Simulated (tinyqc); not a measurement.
# Worked calculation: metal-interlayer-semiconductor contact, depinning against tunnelling resistance

tinyqc, about 0.03 s, one thread, Intel Xeon 2.30GHz (shared host): `OMP_NUM_THREADS=1 python tinyqc.py 2270115 2270116 out.jsonl` Printed values are rounded.

Zero bias, n-type semiconductor. Gap states at the semiconductor surface thin out as exp(-be ti), which unpins the barrier; electrons must then cross the interlayer (a rectangular barrier, no voltage drop across it) and the parabolic depleted layer, both by WKB. Energies E are counted from the Fermi level; no image force, parabolic bands.

Values chosen for this exercise; semiconductor values close to those of silicon; interlayer mass of the order of that in aluminium oxide, offset chosen freely:
- T = 300 K (temperature)
- Eg = 1.16 eV (band gap)
- eps_r = 11.5 (relative permittivity)
- chi = 4.12 eV (electron affinity)
- Nc = 2.8e19 cm^-3 (conduction-band density of states at T)
- mt = 0.191 m0 (tunnelling mass in the semiconductor)
- mA = 2.02 m0 (Richardson mass)
- Nd = 4.5e18 cm^-3 (donor density)
- E0 = 0.35 eV (charge-neutrality level above the valence band)
- S0 = 0.27 (pinning factor without interlayer)
- phiM = 4.54 eV (metal work function)
- ti = 1.3 nm (interlayer thickness)
- dE = 2.47 eV (conduction-band offset of the interlayer above the semiconductor)
- mi = 0.36 m0 (tunnelling mass in the interlayer)
- be = 4.2 1/nm (decay constant of gap states through the interlayer)

Constants: q = 1.602176634e-19 C, kB = 1.380649e-23 J/K, eps0 = 8.8541878128e-12 F/m, hbar = 1.054571817e-34 J s, h = 6.62607015e-34 J s, m0 = 9.1093837015e-31 kg, Vt = kB T/q, hbar^2/(2 m0) = 0.0380998212 eV nm^2. Results are converted to the units shown.

Range of the model: The depletion charge would drop about 0.12 V across such an interlayer (eps_r near 9) at ti = 1.3 nm and Nd = 4.5e18 cm^-3, against a band bending of 0.38 V; this model leaves that drop out.

## Pinning, barrier and scales

S = 1/(1 + (1/S0 - 1) exp(-be ti)); phiB = S (phiM - chi) + (1 - S)(Eg - E0); xi = Ec - EF deep inside, from Nd = Nc F(-xi/Vt), F(x) = (2/sqrt(pi)) int_0^infinity sqrt(u) du/(1 + exp(u - x)); band bending U = phiB - xi; E00 = (hbar/2) sqrt(Nd/(eps0 eps_r mt m0)) in volts; A = 4 pi q mA m0 kB^2/h^3.

S = 0.988630
phiB = 0.424434 eV
xi = 0.0457951 eV
U = 0.378639 eV
E00 = 0.0265747 eV
A = 242.750 A/(cm^2 K^2)

The interlayer moves the barrier from 0.705 eV to 0.424 eV; the unpinned limit is phiM - chi = 0.420 eV. E00/Vt = 1.03: by the usual rule of thumb (0.5 to 5) thermionic-field emission.

## Exponents and integrand on an energy grid

```
point,E (eV)
0,0.05
1,0.075
2,0.1
3,0.125
4,0.15
5,0.175
6,0.2
7,0.225
8,0.25
9,0.275
10,0.3
11,0.325
12,0.35
13,0.375
14,0.4
15,0.425
16,0.45
```

With U = phiB - xi: for xi < E < phiB, y = (E - xi)/U and G1 = (U/E00) [sqrt(1 - y) - y ln((1 + sqrt(1 - y))/sqrt(y))], G1 = 0 above phiB; G2 = 2 ti sqrt(mi max(phiB + dE - E, 0)/C), C = hbar^2/(2 m0); f = 1/(1 + exp(E/Vt)); integrand exp(-G1 - G2) f.

```
point,G1,G2,f,integrand (1e-12)
0,13.7035,13.4791,0.126299,0.19776
1,11.5398,13.4197,0.0520978,0.75343
2,9.8699,13.3601,0.0204688,1.66888
3,8.4429,13.3002,0.00788235,2.84290
4,7.1853,13.2400,0.00301163,4.05666
5,6.0615,13.1796,0.00114718,5.05040
6,5.0504,13.1189,4.36474e-4,5.61231
7,4.1387,13.0579,1.65995e-4,5.64565
8,3.3177,12.9966,6.31186e-5,5.18753
9,2.5817,12.9350,2.39990e-5,4.37898
10,1.9276,12.8731,9.12468e-6,3.40688
11,1.3543,12.8110,3.46928e-6,2.44531
12,0.8636,12.7485,1.31904e-6,1.61668
13,0.4605,12.6857,5.01507e-7,0.97938
14,0.1578,12.6226,1.90676e-7,0.53684
15,0.0000,12.5592,7.24960e-8,0.25464
16,0.0000,12.4955,2.75634e-8,0.10319
```

## Contact resistivity

1/rho_c = (A T^2/Vt^2) I, with I the trapezoid sum of the integrand over the grid.

I = 1.11467e-12 eV
rho_c = 27.443 ohm cm^2

A fine grid from xi upwards gives rho_c = 27.33 ohm cm^2; the coarse value is 0.41 % above it. The integrand peaks at E = 0.21 eV, and 0.64 % of the current flows above phiB. Tunnelling through the interlayer costs a factor of 4.75e5 at this barrier height; the bare contact (ti = 0) has rho_c = 0.148 ohm cm^2, so with the interlayer rho_c is 184 times that.
